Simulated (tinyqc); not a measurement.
Short-channel transistor, virtual-source model with series resistance: two steps of the calculation.

The current per gate width is the charge at the top of the source barrier (the virtual source) times its velocity times a saturation function; al and be are fitting constants of the model. Units: I in uA/um, Rs in ohm um, so I Rs = 1e-6 I Rs in volts; Q in uC/cm^2, so I = 1e-4 Q vx0 Fsat with vx0 in cm/s.

Parameters, values chosen for the exercise: temperature T = 325 K; inversion capacitance Cinv = 3.65 uF/cm^2; velocity at the virtual source vx0 = 7.04e6 cm/s; apparent mobility mu = 140 cm^2/(V s); channel length L = 20 nm; threshold at zero drain voltage VT0 = 0.306 V; drain-induced barrier lowering dl = 0.048 V/V; subthreshold factor n0 = 1.31; growth of n with drain voltage nd = 0.2 1/V; threshold shift (in units of Vt) from weak to strong inversion al = 3.5; sharpness of saturation be = 1.6; series resistance of each contact Rs = 30 ohm um; gate voltage Vgs = 0.9 V; drain voltage Vds = 0.45 V.

Constants: q = 1.602176634e-19 C, kB = 1.380649e-23 J/K, Vt = kB T/q. Results are converted to the units shown.

Problem 1. Current through the series resistance. Intrinsic voltages Vg' = Vgs - I Rs, Vd' = Vds - 2 I Rs. n = n0 + nd Vd', VT = VT0 - dl Vd', Ff = 1/(1 + exp((Vg' - VT + al Vt/2)/(al Vt))), Q = Cinv n Vt ln(1 + exp((Vg' - VT + al Vt Ff)/(n Vt))), Vdsat = (vx0 L/mu)(1 - Ff) + Vt Ff, Fsat = u/(1 + u^be)^(1/be) with u = Vd'/Vdsat, and I(out) = Q vx0 Fsat per width. (Fsat takes the sign of u.) I(new) = I + 0.3 (I(out) - I).

I after iteration 1 = 449.53613 uA/um

Wanted: Vg'; Vd'; VT; Ff; Q; Vdsat; Fsat; I(out); I after iteration 2.

Solution 1.

Vg' = 0.8865 V
Vd' = 0.4230 V
VT = 0.2857 V
Ff = 0.001319
Q = 2.193 uC/cm^2
Vdsat = 0.1005 V
Fsat = 0.9420
I(out) = 1455 uA/um
I after iteration 2 = 751.1 uA/um

Problem 2. What the series resistance costs. n = n0 + nd Vd', VT = VT0 - dl Vd', Ff = 1/(1 + exp((Vg' - VT + al Vt/2)/(al Vt))), Q = Cinv n Vt ln(1 + exp((Vg' - VT + al Vt Ff)/(n Vt))), Vdsat = (vx0 L/mu)(1 - Ff) + Vt Ff, Fsat = u/(1 + u^be)^(1/be) with u = Vd'/Vdsat, and I = Q vx0 Fsat per width. I0 is the current for Rs = 0. Effective velocity I/Q; transit time L Q/I.

converged I = 1362.9398 uA/um
I0 = 1498.4538 uA/um

Wanted: loss against I0; effective velocity; transit time.

Solution 2.

loss against I0 = 9.0436 %
effective velocity = 6.5400e6 cm/s
transit time = 0.30581 ps

The carriers leave the virtual source at 92.9 % of vx0: the device is in saturation.

Computed by the program tinyqc: `OMP_NUM_THREADS=1 python tinyqc.py 2380155 2380156 out.jsonl`, one thread of a shared Intel Xeon 2.30GHz, about 0.02 s for the whole run.
